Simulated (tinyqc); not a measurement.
What moves the results: interband optics of a two-band s-p chain from momentum matrix elements. A value that a table varies takes the place of the one given here.

H(k) = [[Es - 2 ts cos ka, 2i V sin ka], [-2i V sin ka, Ep_ + 2 tp cos ka]] in the basis s, p; the lower band is full, with two electrons a cell. The velocity operator times hbar is W = dH/dk (eV angstrom); intra-atomic dipoles are left out.

With w(k) = |<c|W|v>|^2 and D(k) = Ec - Ev, on the mesh k_j = (j + 1/2)/N (2 pi/a): eps(E) = 1 + (8 pi e2/(a Ar)) mean_j (w/D^2) [1/(D - E - i eta) + 1/(D + E + i eta)], e2 = e^2/(4 pi eps0); light polarised along the chains, no local fields.

Constants: e^2/(4 pi eps0) = 14.39964547 eV angstrom; hbar^2/2m0 = 3.80998211 eV angstrom^2.

Values chosen for the exercise: a = 3.21 angstrom (period); Es = 3.92 eV (upper orbital (s)); Ep_ = -3.87 eV (lower orbital (p)); ts = 0.43 eV (s-s hopping); tp = 0.24 eV (p-p hopping); V = 1.17 eV (s-p hopping); Ar = 9.1 angstrom^2 (cross-section per chain); eta = 0.2 eV (Lorentzian half width); E = 2.23 eV (photon energy).

## Joint density of states against eps2

Mesh of 2000 points. J(E) = mean of (eta/pi)/((E - D)^2 + eta^2). The fourth column is J times the constant (8 pi^2 e2/(a Ar)) mean(w/D^2). R = |(sqrt(eps) - 1)/(sqrt(eps) + 1)|^2.

Spectrum:

| E (eV) | J (1/eV) | eps2 | eps2 with constant element | eps1 | R |
|---|---|---|---|---|---|
| 5.85 | 0.025 | 0.883 | 0.408 | 5.297 | 0.159 |
| 6.23 | 0.076 | 3.147 | 1.222 | 7.343 | 0.238 |
| 6.60 | 0.201 | 8.318 | 3.249 | 2.453 | 0.344 |
| 6.98 | 0.163 | 4.728 | 2.638 | -0.586 | 0.332 |
| 7.35 | 0.148 | 2.778 | 2.384 | -0.522 | 0.281 |
| 7.73 | 0.147 | 1.706 | 2.376 | 0.060 | 0.180 |
| 8.10 | 0.159 | 1.171 | 2.576 | 0.879 | 0.065 |
| 8.48 | 0.195 | 1.149 | 3.157 | 2.127 | 0.063 |
| 8.85 | 0.312 | 2.717 | 5.049 | 4.249 | 0.167 |
| 9.23 | 0.721 | 9.468 | 11.653 | 0.014 | 0.412 |
| 9.61 | 0.238 | 2.735 | 3.842 | -4.330 | 0.659 |
| 9.98 | 0.070 | 0.822 | 1.126 | -2.427 | 0.745 |

How do the results move?

Transitions span 6.450 to 9.381 eV. Among the energies listed J peaks at 9.23 eV and eps2 at 9.23 eV. The ratio of eps2 to the constant-element value is 2.56 at 6.60 eV and 0.81 at 9.23 eV: w/D^2 is 1.356 angstrom^2 at the zone centre and 0.677 at the edge.

## Mesh against broadening

eps2 at E for three widths, and eps(0) at eta = 0; the last row is the mesh of 2000 points.

Convergence:

| N | eta = 0.03 eV | eta = 0.1 eV | eta = 0.3 eV | eps(0) |
|---|---|---|---|---|
| 4 | 0.002 | 0.007 | 0.021 | 1.9392 |
| 8 | 0.004 | 0.013 | 0.039 | 2.3274 |
| 16 | 0.004 | 0.014 | 0.040 | 2.3440 |
| 32 | 0.004 | 0.014 | 0.040 | 2.3440 |
| 64 | 0.004 | 0.014 | 0.040 | 2.3440 |
| 128 | 0.004 | 0.014 | 0.040 | 2.3440 |
| 2000 | 0.004 | 0.014 | 0.040 | 2.3440 |

What can be read from the table?

The first N from which eps2 stays within 2 % of the last row is 16 for eta = 0.03, 16 for 0.1 and 16 for 0.3 eV; for eps(0) and 0.1 % it is 16. E lies outside the range of transitions, so eps2 is only the tail of the broadening and grows with eta.

## Static constant against the gap

Es takes the values listed; mesh of 400 points; the Penn-type estimate is 1 + 8 pi c e2 n_eff/(a Ar Dm^2) with Dm the f-weighted mean of D, f = w/(c D), n_eff = 2 mean(f), c = hbar^2/2m0.

Results:

| Es (eV) | smallest D (eV) | Dm (eV) | n_eff | eps(0) | estimate |
|---|---|---|---|---|---|
| 3.62 | 6.150 | 7.749 | 1.765 | 2.504 | 2.388 |
| 3.92 | 6.450 | 8.041 | 1.710 | 2.344 | 2.248 |
| 4.42 | 6.950 | 8.530 | 1.625 | 2.124 | 2.054 |
| 4.92 | 7.450 | 9.020 | 1.547 | 1.950 | 1.898 |
| 5.92 | 8.450 | 10.001 | 1.410 | 1.696 | 1.666 |
| 6.92 | 9.450 | 10.985 | 1.294 | 1.525 | 1.506 |
| 8.92 | 11.450 | 12.958 | 1.110 | 1.320 | 1.312 |

What can be read from the table?

eps(0) - 1 falls from 1.504 to 0.320, as Dm^-3.01; a fixed n_eff would give the power -2, and n_eff goes from 1.765 to 1.110. The single-gap estimate is low by 7.7 % of eps(0) - 1 in the first row and 2.6 % in the last, since 1/D^2 favours the smallest separations. n_eff need not equal the 2 electrons of the cell: a two-orbital basis with chosen hoppings does not obey the free-electron sum rule.

## What moves the optical response

Mesh of 400 points; n_eff = 2 mean(w/(c D)), c = hbar^2/2m0. Each row changes one parameter from the base and keeps the others.

Results:

| case | smallest D (eV) | largest D (eV) | n_eff | eps(0) |
|---|---|---|---|---|
| base | 6.450 | 9.381 | 1.710 | 2.344 |
| a = 3.371 angstrom | 6.450 | 9.381 | 1.886 | 2.411 |
| Es = 4.22 eV | 6.750 | 9.654 | 1.658 | 2.206 |
| ts = 0.516 eV | 6.278 | 9.469 | 1.716 | 2.379 |
| V = 1.287 eV | 6.450 | 9.571 | 2.025 | 2.573 |
| Ar = 10.01 angstrom^2 | 6.450 | 9.381 | 1.710 | 2.222 |

What can be read from the table?

The largest shifts from the base row, up to three for each result and ties (the steps differ in size, so this ranks the rows, not the parameters). smallest D (eV): Es +0.300, ts -0.172; unchanged at the printed digits by a, V and Ar. largest D (eV): Es +0.273, V +0.189, ts +0.088; unchanged at the printed digits by a and Ar. n_eff: V +0.315, a +0.176, Es -0.052; unchanged at the printed digits by Ar. eps(0): V +0.229, Es -0.138, Ar -0.122.

Run: tinyqc, `OMP_NUM_THREADS=1 python tinyqc.py 1681438 1681439 out.jsonl`; Intel(R) Xeon(R) Processor @ 2.30GHz, one thread, shared host; about 0.01 s of CPU time with all checks.
